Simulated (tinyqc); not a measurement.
Inside a calculation (part 2 of 2). Method: CCSD on RHF in the sto-6g basis, for BeH2, spin multiplicity 1. Computed by tinyqc, a small Python program that keeps every step (integrals from PySCF). Command: `OMP_NUM_THREADS=1 python tinyqc.py 26008 26009 out.jsonl` (the two numbers bound the seeds that draw the settings). One thread of a shared host (Intel(R) Xeon(R) Processor @ 2.60GHz), about 0.3 s of CPU time with the checks.

Geometry (angstrom):
```
atom         x          y         z
Be    0.000000   0.000000  0.000000
H     0.000000   1.445000  0.048000
H     0.000000  -1.420000  0.047000
```

## Integrals over molecular orbitals

coefficients C:
```
               MO1        MO2        MO3        MO4       MO5        MO6        MO7
1Be 1s    0.994675  -0.207347  -0.012835   0.015349  0.000000  -0.212159   0.003489
1Be 2s    0.021294   0.571374   0.039681  -0.070731  0.000000   1.145209  -0.035972
1Be 2px   0.000000   0.000000   0.000000   0.000000  1.000000   0.000000   0.000000
1Be 2py  -0.000044  -0.032258   0.496771  -0.000338  0.000000   0.018182   1.336885
1Be 2pz  -0.000051   0.007707   0.000501   0.997435  0.000000   0.076696  -0.001396
2H 1s    -0.002376   0.368535   0.443541   0.031581  0.000000  -0.783544  -0.910230
3H 1s    -0.002336   0.423043  -0.389538   0.031129  0.000000  -0.759867   0.957670
```

core Hamiltonian H = T + V (hartree):
```
            1Be 1s     1Be 2s    1Be 2px    1Be 2py    1Be 2pz      2H 1s      3H 1s
1Be 1s   -8.684505  -2.046245   0.000000   0.000577  -0.001098  -0.462512  -0.489201
1Be 2s   -2.046245  -2.781374   0.000000   0.002894  -0.009094  -1.136171  -1.170267
1Be 2px   0.000000   0.000000  -2.269786   0.000000   0.000000   0.000000   0.000000
1Be 2py   0.000577   0.002894   0.000000  -2.480606   0.000079  -1.214389   1.240654
1Be 2pz  -0.001098  -0.009094   0.000000   0.000079  -2.270018  -0.041263  -0.042010
2H 1s    -0.462512  -1.136171   0.000000  -1.214389  -0.041263  -2.112450  -0.095767
3H 1s    -0.489201  -1.170267   0.000000   1.240654  -0.042010  -0.095767  -2.137285
```

Given earlier and not repeated: Two-electron integrals (ij|kl) in chemists' order.

(pq|rs) = sum C_ip C_jq C_kr C_ls (ij|kl), one index at a time.

one-electron integrals over orbitals h = C^T H C (hartree):
```
           1          2          3          4          5          6          7
1  -8.675531   0.215264   0.013674  -0.017313   0.000000   0.208921  -0.003120
2   0.215264  -2.391938   0.004324   0.005314   0.000000  -0.215672   0.020325
3   0.013674   0.004324  -2.341346   0.000709   0.000000  -0.024209  -0.296659
4  -0.017313   0.005314   0.000709  -2.268917   0.000000  -0.016575   0.000178
5   0.000000   0.000000   0.000000   0.000000  -2.269786   0.000000   0.000000
6   0.208921  -0.215672  -0.024209  -0.016575   0.000000  -1.930543  -0.001534
7  -0.003120   0.020325  -0.296659   0.000178   0.000000  -0.001534  -1.842155
```

Two-electron integrals over orbitals (pq|rs), unique and non-zero (hartree):
```
(11|11) 2.280699    (21|11) -0.192242   (21|21) 0.025444    (22|11) 0.474631
(22|21) -0.005925   (22|22) 0.390913    (31|11) -0.011959   (31|21) 0.001198
(31|22) -0.002109   (31|31) 0.005681    (32|11) 0.000378    (32|21) -0.001098
(32|22) -0.023047   (32|31) 0.012340    (32|32) 0.160318    (33|11) 0.441011
(33|21) -0.002379   (33|22) 0.397899    (33|31) 0.001405    (33|32) 0.019165
(33|33) 0.426232    (41|11) 0.014365    (41|21) -0.001761   (41|22) 0.001119
(41|31) -0.000115   (41|32) 0.000016    (41|33) 0.000617    (41|41) 0.016110
(42|11) -0.006490   (42|21) 0.000569    (42|22) 0.003309    (42|31) 0.000032
(42|32) -0.000270   (42|33) 0.003424    (42|41) 0.014742    (42|42) 0.047705
(43|11) -0.000561   (43|21) 0.000041    (43|22) -0.000378   (43|31) -0.000045
(43|32) 0.004252    (43|33) 0.000783    (43|41) 0.000944    (43|42) 0.002106
(43|43) 0.013947    (44|11) 0.569769    (44|21) -0.007187   (44|22) 0.361211
(44|31) -0.000433   (44|32) -0.000058   (44|33) 0.347047    (44|41) -0.001850
(44|42) -0.008976   (44|43) -0.000678   (44|44) 0.450538    (51|51) 0.016037
(52|51) 0.014832    (52|52) 0.047687    (53|51) 0.000950    (53|52) 0.002111
(53|53) 0.013769    (54|51) -0.001150   (54|52) -0.003026   (54|53) -0.000205
(54|54) 0.024418    (55|11) 0.570055    (55|21) -0.007157   (55|22) 0.361444
(55|31) -0.000432   (55|32) -0.000056   (55|33) 0.347106    (55|41) 0.000437
(55|42) -0.002965   (55|43) -0.000271   (55|44) 0.401494    (55|55) 0.450117
(61|11) -0.197166   (61|21) 0.026788    (61|22) -0.006620   (61|31) 0.001863
(61|32) 0.000220    (61|33) -0.003290   (61|41) -0.000910   (61|42) 0.001355
(61|43) 0.000086    (61|44) -0.005266   (61|55) -0.005096   (61|61) 0.028506
(62|11) 0.128749    (62|21) -0.006733   (62|22) -0.021019   (62|31) -0.000167
(62|32) 0.006764    (62|33) -0.042895   (62|41) 0.001328    (62|42) -0.001265
(62|43) 0.000022    (62|44) 0.059099    (62|55) 0.059686    (62|61) -0.005321
(62|62) 0.080250    (63|11) 0.012461    (63|21) -0.000404   (63|22) 0.011435
(63|31) -0.001332   (63|32) -0.091772   (63|33) -0.014954   (63|41) 0.000089
(63|42) 0.000006    (63|43) -0.003552   (63|44) 0.005992    (63|55) 0.006038
(63|61) -0.000445   (63|62) 0.002607    (63|63) 0.084182    (64|11) 0.005426
(64|21) 0.000206    (64|22) 0.001078    (64|31) -4.76e-06   (64|32) -0.000106
(64|33) -0.001080   (64|41) 0.016184    (64|42) 0.046188    (64|43) 0.003282
(64|44) -0.001967   (64|55) 0.002151    (64|61) 0.001257    (64|62) 0.007165
(64|63) 0.000693    (64|64) 0.050325    (65|51) 0.016355    (65|52) 0.046867
(65|53) 0.003336    (65|54) -0.002087   (65|65) 0.050856    (66|11) 0.481026
(66|21) -0.007305   (66|22) 0.388187    (66|31) -0.000099   (66|32) 0.003945
(66|33) 0.399730    (66|41) 0.002918    (66|42) 0.008482    (66|43) 0.000723
(66|44) 0.362451    (66|55) 0.363251    (66|61) -0.007154   (66|62) -0.028385
(66|63) -0.005195   (66|64) 0.005739    (66|66) 0.405590    (71|11) 0.003480
(71|21) -0.001216   (71|22) -0.002511   (71|31) 0.010554    (71|32) 0.018911
(71|33) 0.002478    (71|41) 0.000012    (71|42) -0.000012   (71|43) -0.000216
(71|44) 0.000053    (71|55) 0.000049    (71|61) -0.000154   (71|62) 0.000363
(71|63) -0.000665   (71|64) -0.000050   (71|66) 0.000705    (71|71) 0.020360
(72|11) -0.011089   (72|21) 0.000149    (72|22) 0.006853    (72|31) 0.004028
(72|32) -0.042779   (72|33) -0.002996   (72|41) -0.000012   (72|42) 0.000631
(72|43) -0.003802   (72|44) -0.004753   (72|55) -0.004762   (72|61) 0.000459
(72|62) -0.009381   (72|63) 0.061473    (72|64) -0.000245   (72|66) 0.000566
(72|71) 0.007753    (72|72) 0.058152    (73|11) 0.145224    (73|21) -0.004351
(73|22) -0.003396   (73|31) 0.000144    (73|32) 0.000223    (73|33) -0.019223
(73|41) -0.000099   (73|42) -0.005391   (73|43) -0.000587   (73|44) 0.064331
(73|55) 0.064365    (73|61) -0.003467   (73|62) 0.075335    (73|63) 0.009319
(73|64) 0.002901    (73|66) -0.021704   (73|71) 0.000743    (73|72) -0.004077
(73|73) 0.084609    (74|11) -0.000063   (74|21) 0.000059    (74|22) 0.001197
(74|31) -0.000885   (74|32) -0.009051   (74|33) -0.001194   (74|41) -0.000344
(74|42) -0.001890   (74|43) 0.013237    (74|44) 0.000101    (74|55) 1.61e-06
(74|61) -0.000054   (74|62) -0.000445   (74|63) 0.005438    (74|64) -0.000710
(74|66) -0.000409   (74|71) -0.001500   (74|72) 0.001532    (74|73) -0.000055
(74|74) 0.017301    (75|51) -0.000348   (75|52) -0.001915   (75|53) 0.013465
(75|54) 0.000050    (75|65) -0.000736   (75|75) 0.016739    (76|11) 0.000622
(76|21) -0.000749   (76|22) -0.018824   (76|31) 0.010507    (76|32) 0.140435
(76|33) 0.018862    (76|41) -0.000054   (76|42) -0.000428   (76|43) 0.004753
(76|44) -0.000246   (76|55) -0.000270   (76|61) 0.000337    (76|62) 0.005201
(76|63) -0.091814   (76|64) -0.000341   (76|66) 0.004963    (76|71) 0.016493
(76|72) -0.052110   (76|73) -0.000943   (76|74) -0.007877   (76|76) 0.137838
(77|11) 0.563523    (77|21) -0.007782   (77|22) 0.416973    (77|31) -0.000822
(77|32) -0.006975   (77|33) 0.432953    (77|41) 0.000370    (77|42) 0.000714
(77|43) -0.000169   (77|44) 0.385279    (77|55) 0.385106    (77|61) -0.008124
(77|62) -0.027904   (77|63) 0.002435    (77|64) -0.002222   (77|66) 0.425354
(77|71) -0.000328   (77|72) 0.003851    (77|73) -0.004067   (77|74) 0.000322
(77|76) -0.004740   (77|77) 0.473589
```

## CCSD: starting amplitudes

orbital energies (hartree): MO1 -4.594673, MO2 -0.441728, MO3 -0.403292, MO4 0.209375, MO5 0.209931, MO6 0.414406, MO7 0.821620

t_ij^ab = <ij||ab> / (e_i + e_j - e_a - e_b), whose energy is MP2.

Starting amplitudes (spin orbitals 1a, 1b, ...; amplitudes related by a flip of all spins are not repeated; the 24 largest):
```
from      to          t
3a 3b  6a 6b  -0.051475
2a 2b  6a 6b  -0.046867
2a 2b  4a 4b  -0.036634
2a 2b  5a 5b  -0.036589
2a 3b  6a 7b  -0.036201
3a 3b  7a 7b  -0.034537
2a 3b  6b 7a   0.029540
2a 2b  7a 7b  -0.023015
3a 3b  4a 4b  -0.011382
3a 3b  5a 5b  -0.011226
2a 3a  6a 7a  -0.006661
3a 3b  6a 7b  -0.004562
2a 2b  6a 7b   0.004426
2a 3b  4a 7b   0.002873
1a 1b  6a 6b  -0.002845
1a 2b  5a 5b  -0.002718
1a 2b  4a 4b  -0.002702
3a 3b  4a 6b   0.002483
2a 3b  4b 7a  -0.002026
1a 1b  7a 7b  -0.001880
1a 1b  4a 4b  -0.001677
1a 1b  5a 5b  -0.001669
2a 3b  5a 5b  -0.001669
2a 3b  4a 4b  -0.001666
```

correlation energy = -0.02607484 hartree

## CCSD: amplitude update 1

t_i^a D_i^a and t_ij^ab D_ij^ab are set to the remaining terms of the spin-orbital equations, evaluated with the old amplitudes; for the doubles these are <ij||ab> + 1/2 <ab||ef> t_ij^ef + 1/2 <mn||ij> t_mn^ab + P(ij)P(ab) <mb||ej> t_im^ae + terms in t^2 + terms with t1, D the orbital-energy denominators.

Amplitudes after update 1 (spin orbitals 1a, 1b, ...; amplitudes related by a flip of all spins are not repeated; the 24 largest):
```
from      to          t
3a 3b  6a 6b  -0.071309
2a 2b  6a 6b  -0.061118
2a 3b  6a 7b  -0.049924
2a 2b  4a 4b  -0.046211
2a 2b  5a 5b  -0.046153
3a 3b  7a 7b  -0.044229
2a 3b  6b 7a   0.042384
2a 2b  7a 7b  -0.030236
3a 3b  4a 4b  -0.008218
3a 3b  5a 5b  -0.007951
2a 3a  6a 7a  -0.007540
3a 3b  6a 7b  -0.006424
2a 2b  6a 7b   0.006108
2a        6a   0.005441
3a 3b  4a 6b   0.004045
2a 3b  4a 7b   0.003894
1a 2b  5a 5b  -0.002997
1a 2b  4a 4b  -0.002979
2a 3b  4b 7a  -0.002901
2a 3b  5a 5b  -0.002465
2a 3b  4a 4b  -0.002458
1a 1b  6a 6b  -0.002383
2a 3b  7a 7b   0.002126
2a 3b  6a 6b  -0.002030
```

correlation energy = -0.03473066 hartree

## CCSD: convergence

E_corr = 1/4 sum <ij||ab> t_ij^ab + 1/2 sum <ij||ab> t_i^a t_j^b; stop when the norm of the change is below 1e-8.

Course of the amplitude iterations:
```
update  correlation energy (hartree)  norm of the change
0                        -0.02607484                   -
1                        -0.03473066            8.24e-02
2                        -0.03783439            3.24e-02
3                        -0.03977697            1.38e-02
4                        -0.03976114            2.40e-03
5                        -0.03976981            5.08e-04
6                        -0.03976846            4.72e-05
7                        -0.03976860            1.48e-05
8                        -0.03976872            2.67e-06
9                        -0.03976872            5.12e-07
10                       -0.03976871            1.53e-07
11                       -0.03976871            6.15e-08
12                       -0.03976871            1.79e-08
13                       -0.03976871            4.48e-09
```

Converged amplitudes (spin orbitals 1a, 1b, ...; amplitudes related by a flip of all spins are not repeated; the 24 largest):
```
from      to          t
3a 3b  6a 6b  -0.089112
2a 2b  6a 6b  -0.067100
2a 3b  6a 7b  -0.057357
2a 2b  4a 4b  -0.052979
2a 2b  5a 5b  -0.052893
2a 3b  6b 7a   0.049216
3a 3b  7a 7b  -0.048516
2a 2b  7a 7b  -0.034099
2a        6a   0.011586
2a 3a  6a 7a  -0.008141
3a 3b  6a 7b  -0.007378
2a 2b  6a 7b   0.006926
3a 3b  4a 6b   0.006062
2a 3b  4a 7b   0.004571
2a 3b  4b 7a  -0.003508
2a 3b  5a 5b  -0.003371
3a        7a  -0.003358
2a 3b  4a 4b  -0.003358
1a 2b  5a 5b  -0.003032
1a 2b  4a 4b  -0.003014
2a        4a  -0.002669
1a 1b  6a 6b  -0.002305
2a 3b  7a 7b   0.002284
2a 3b  6a 6b  -0.001818
```

CCSD total energy = -15.74970486 hartree

T1 diagnostic, norm of the one-spin t1 over sqrt(correlated electrons) = 0.005056

Converged in 13 updates, with DIIS from the third.
